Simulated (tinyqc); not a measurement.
Overlap of hydrogenic dopants: pairs, impurity band and the Mott density: one step. A pair with one electron. Three cases, with inputs chosen for the exercise.

Question. Form S, J, Kx, the two levels, t, and the total energy of the lower state with the repulsion, relative to a distant pair (-1).

Ry* = Ry m/eps^2, aB = a0 eps/m. For 1s orbitals a distance rho = R/aB apart, in Ry*: overlap S = exp(-rho)(1 + rho + rho^2/3), J = (2/rho)(1 - (1 + rho) exp(-2 rho)) (attraction to the other ion), Kx = 2 (1 + rho) exp(-rho) (exchange of one electron). One electron on a pair has E = -1 - (J +/- Kx)/(1 +/- S), without the repulsion 2/rho of the ions. Hopping after orthogonalisation: t = (Kx - S J)/(1 - S^2), half the splitting. Dopants on a lattice with z neighbours, n = 1/R^3 (simple cubic), give a band of width B = 2 z t, as on any lattice of two interpenetrating sublattices. Valleys, central cells and disorder are left out.

Case 1.

Values chosen (out of a larger set: an isotropic mass and dielectric constant of the size used for donors in GaAs; not measured data): rho = 5.9 aB (distance of a pair).

Ry* = 5.30984 meV
aB = 102.72263 angstrom

Case 2.

Values chosen (out of a larger set: an isotropic mass and dielectric constant of the size used for donors in Si; not measured data): rho = 4 aB (distance of a pair).

Ry* = 30.33374 meV
aB = 20.46152 angstrom

Case 3.

Values chosen (out of a larger set: an isotropic mass and dielectric constant of the size used for donors in Si; not measured data): rho = 3.9 aB (distance of a pair).

Ry* = 33.29186 meV
aB = 18.97050 angstrom

Give: S, J, Kx; levels; t; energy of the pair against a distant one (negative: bound).

Answer.

Case 1.

S, J, Kx: [0.05069, 0.33897, 0.03780]

levels (Ry*): even -1.35859, odd -1.31724

t = 0.02068 Ry*
energy of the pair against a distant one (negative: bound) = -0.01961 Ry*

In this host the pair is 60.6 nm long and its splitting 2t is 0.22 meV.

Case 2.

S, J, Kx: [0.18926, 0.49916, 0.18316]

levels (Ry*): even -1.57373, odd -1.38977

t = 0.09198 Ry*
energy of the pair against a distant one (negative: bound) = -0.07373 Ry*

In this host the pair is 8.2 nm long and its splitting 2t is 5.58 meV.

Case 3.

S, J, Kx: [0.20181, 0.51179, 0.19837]

levels (Ry*): even -1.59091, odd -1.39266

t = 0.09912 Ry*
energy of the pair against a distant one (negative: bound) = -0.07809 Ry*

In this host the pair is 7.4 nm long and its splitting 2t is 6.60 meV.

Computed by tinyqc, one run a case: `OMP_NUM_THREADS=1 python tinyqc.py N N+1 out.jsonl` with N = 1482410, 1482546, 1482721; one thread of a shared Intel(R) Xeon(R) Processor @ 2.30GHz, about 0.01 s a run at most.
